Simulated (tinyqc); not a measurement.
How the errors depend on the field: Haynes-Shockley experiment: drift, diffusion and decay of a minority-carrier pulse. Computed by tinyqc, a small Python program. Command: `OMP_NUM_THREADS=1 python tinyqc.py 3110194 3110195 out.jsonl haynes walk`. One thread of a shared host (Intel(R) Xeon(R) Processor @ 2.30GHz), about 0.01 s of CPU time with the checks.

A thin sheet of excess carriers is made at x = 0, t = 0 in a long uniform bar; injection is low, so the pulse moves with the minority mobility.

Inputs (values chosen for the exercise, modelled on electrons in p-type silicon in a lightly doped bar): minority mobility mu = 1240 cm^2/(V s); lifetime tau = 140 microsecond; temperature T = 300 K; field F = 8.9 V/cm; distance d to the collector = 0.33 cm; injected sheet density N0 = 1e+10 1/cm^2.

Constants: k_B = 8.617333262e-05 eV/K.

Method:
- D = mu k_B T/e, v = mu F.
- Transit time d/v, diffusion length sqrt(D tau), drift length v tau, Peclet number v d/D = e F d/(k_B T).
- dn(x, t) = N0/sqrt(4 pi D t) exp(-(x - v t)^2/(4 D t) - t/tau).
- At fixed x the signal peaks where d ln(dn)/dt = 0: a t^2 + t/2 - x^2/(4 D) = 0 with a = v^2/(4 D) + 1/tau.
- The full width at half maximum is found by solving dn(x, t) = peak/2 on both sides of the peak.
- With w that width: mu = d/(F t_p); D = (w d)^2/(16 ln2 t_p^3). The field is scaled by the factors listed.

D = 32.0565 cm^2/s

Errors of the simple reading:
```
factor  F (V/cm)   v d/D  v^2 tau/(4 D)  error of mu (%)  error of D (%)
0.5         4.45   56.80           33.2           3.2686          2.9858
0.7         6.23   79.53           65.2           2.0297          2.1382
1.0         8.90  113.61          133.0           1.2594          1.4972
1.5        13.35  170.41          299.2           0.7555          0.9975
2.5        22.25  284.02          831.1           0.4128          0.5978
4.0        35.60  454.43         2127.6           0.2438          0.3733
7.0        62.30  795.26         6515.9           0.1335          0.2131
```

The error of mu falls from 3.27 to 0.133 %. For large v d/D it is about D/(v d) + 2 D/(v^2 tau), here 0.133 % in the last row: one part from spreading, one from recombination.

Extremes, crossings and ranges named in words are read from the listed rows.
